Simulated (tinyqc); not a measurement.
Thickness of the film: ellipsoidal valleys in the axes of a wafer and a channel.

Valleys with axes a along x, y and z, two valleys each; inverse mass tensor w = 1/mt + (1/ml - 1/mt) a a. Device axes: z = nz/|nz|, x = nx/|nx|, y = z cross x; in them a = (ax, ay, az). Confinement mass mz = 1/w_zz. In the plane w_ij is replaced by u_ij = w_ij - w_iz w_jz/w_zz (i, j = x, y); density-of-states mass md = 1/sqrt(det u); conductivity mass along x mc = 1/u_xx; ballistic transport mass mx = u_yy/det u, width mass my = 1/u_yy.

Hard walls: E_n = c (n pi/t)^2/mz, c = hbar^2/2m0, n = 1, 2, 3. Non-degenerate share of a valley proportional to md sum_n exp(-E_n/kT); mean 1/mc = sum of share/mc. 1 nm = 10 angstrom.

Constants: hbar^2/2m0 = 3.80998211 eV angstrom^2; kB = 8.617333262e-05 eV/K.

Inputs chosen for the exercise (near those of the Delta valleys of Si; shifted at random, so the results belong to these values and not to a real crystal): ml = 0.891 m0 (longitudinal mass); mt = 0.195 m0 (transverse mass); nz = (1, 1, 0) (surface normal (confinement)); nx = (0, 0, 1) (channel direction); T = 400 K (temperature).

Share of the lowest ladder and mean conductivity mass.

Results:
```
t (nm)  lowest E1 (meV)  spread of E1 (meV)  share of the lowest ladder  mean mc
2.0               293.8               188.3                       0.997   0.1954
3.0               130.6                83.7                       0.947   0.2035
4.0                73.4                47.1                       0.860   0.2190
5.0                47.0                30.1                       0.792   0.2329
7.0                24.0                15.4                       0.727   0.2478
10.0               11.8                 7.5                       0.698   0.2552
14.0                6.0                 3.8                       0.678   0.2605
```

What can be read from this table?

The spread falls as 1/t^2 and passes kT = 34.5 meV between t = 4 and 5 nm; the share of the lowest ladder goes from 0.997 to 0.678 and the mean mass goes from 0.1954 to 0.2605, against 0.2636 for equal shares, the limit of a thick film (the bulk value 3/(1/ml + 2/mt) is 0.2636). Three subbands a valley become too few once E3 nears kT. In the thinnest rows E1 (294 meV) is beyond the parabolic range.

tinyqc: `OMP_NUM_THREADS=1 python tinyqc.py 1850441 1850442 out.jsonl`; about 0.01 s, one thread, shared Intel(R) Xeon(R) Processor @ 2.30GHz.
